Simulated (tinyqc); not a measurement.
## p-n heterojunction, non-linear Poisson equation by Newton steps, Fermi-Dirac statistics: effect of the conduction-band offset Ec2 - Ec1

One dimension, material 1 (p-type) at x < 0 and material 2 (n-type) at x > 0. Band edges: Ec = -psi in material 1 and -psi + dEc in material 2, Ev = Ec - Eg. Flat quasi-Fermi levels: 0 for holes, +V for electrons. n = Nc F((EFn - Ec)/Vt), p = Nv F((Ev - EFp)/Vt), with F(eta) = F_1/2(eta) = (2/sqrt(pi)) int_0^infinity sqrt(u) du/(1 + exp(u - eta)) (Fermi-Dirac statistics); full ionisation, no interface charge, classical densities; the doping types are chosen for the exercise.

Exact first integral: on each side D^2/(2 eps0 er) = G, G = q [Vt (nI_j - nI_b) + Vt (pI_j - pI_b) - C (psi_j - psi_b)], with C = -N1 or +N2, b the neutral end of that side, and nI, pI the densities with F_1/2 replaced by F_3/2(eta) = (4/(3 sqrt(pi))) int_0^infinity u^(3/2) du/(1 + exp(u - eta)). D is continuous, so er1 G1(psi_j) = er2 G2(psi_j) fixes psi_j. Ends from Nv1 F((-psi_L - Eg1)/Vt) = N1 and Nc2 F((V + psi_R - dEc)/Vt) = N2. D is counted positive when psi rises towards material 2. Depletion (Anderson) capacitance C^2 = q eps0 er1 er2 N1 N2/(2 (er1 N1 + er2 N2)(psi_R - psi_L)). -dD/dV is the change of the displacement at the interface with both quasi-Fermi levels flat; it is the terminal capacitance only while neither side holds an inversion layer. n_j and p_j are densities at the interface.

Parameters, values chosen for the exercise; band and dielectric values close to those of GaAs and AlGaAs:
```
symbol    value   unit                                          meaning
T           300      K                                      temperature
Eg1        1.41     eV                           band gap of material 1
er1        13.1                     relative permittivity of material 1
Nc1     4.45e17  cm^-3  conduction-band density of states of material 1
Nv1     8.98e18  cm^-3     valence-band density of states of material 1
Eg2        1.81     eV                           band gap of material 2
er2          12                     relative permittivity of material 2
Nc2     6.89e17  cm^-3  conduction-band density of states of material 2
Nv2     1.08e19  cm^-3     valence-band density of states of material 2
N1       7.4e16  cm^-3                   acceptor density of material 1
N2       1.8e16  cm^-3                      donor density of material 2
V          -2.6      V                    bias of side 1 against side 2
```

Constants: q = 1.602176634e-19 C, kB = 1.380649e-23 J/K, Vt = kB T/q, eps0 = 8.8541878128e-14 F/cm where lengths are in cm. Results are converted to the units shown.

Results:
```
dEc (eV)	psi_R - psi_L (V)	psi_j - psi_L (V)	psi_R - psi_j (V)	D/q (cm^-2)	n_j in 1 (cm^-3)	p_j in 2 (cm^-3)	-dD/dV (nF/cm^2)	depletion C (nF/cm^2)
-0.06	3.732	0.6965	3.036	8.476e11	1.165e-36	0.003332	18.45	18.32
0.09	3.882	0.7238	3.158	8.647e11	3.354e-36	0.3832	18.09	17.97
0.17	3.962	0.7384	3.224	8.737e11	5.895e-36	4.813	17.90	17.78
0.24	4.032	0.7511	3.281	8.815e11	9.655e-36	44.07	17.74	17.63
0.32	4.112	0.7657	3.346	8.903e11	1.697e-35	553.5	17.57	17.46
0.39	4.182	0.7785	3.404	8.980e11	2.779e-35	5068	17.42	17.31
0.47	4.262	0.7931	3.469	9.066e11	4.885e-35	6.366e4	17.25	17.15
0.54	4.332	0.8058	3.526	9.141e11	8.000e-35	5.828e5	17.11	17.01
```

Estimate the missing row, dEc = 0.02 eV.

Computed row:
```
dEc (eV)	psi_R - psi_L (V)	psi_j - psi_L (V)	psi_R - psi_j (V)	D/q (cm^-2)	n_j in 1 (cm^-3)	p_j in 2 (cm^-3)	-dD/dV (nF/cm^2)	depletion C (nF/cm^2)
0.02	3.812	0.7111	3.101	8.568e11	2.048e-36	0.04185	18.25	18.13
```

With this row back in the table: As dEc goes from -0.06 to 0.54, the total bending rises from 3.73 to 4.33 V and the sheet charge D/q rises from 8.48e11 to 9.14e11 cm^-2; the share of the bending in material 1 stays near 18.6 %. The alignment is staggered for dEc = -0.06, 0.47, 0.54 eV. The capacitance departs most from the depletion formula at dEc = -0.06, where it is 0.70 % above it.

Program tinyqc, `OMP_NUM_THREADS=1 python tinyqc.py 2040126 2040127 out.jsonl`; Intel Xeon 2.30GHz, shared host, one thread, about 0.3 s.
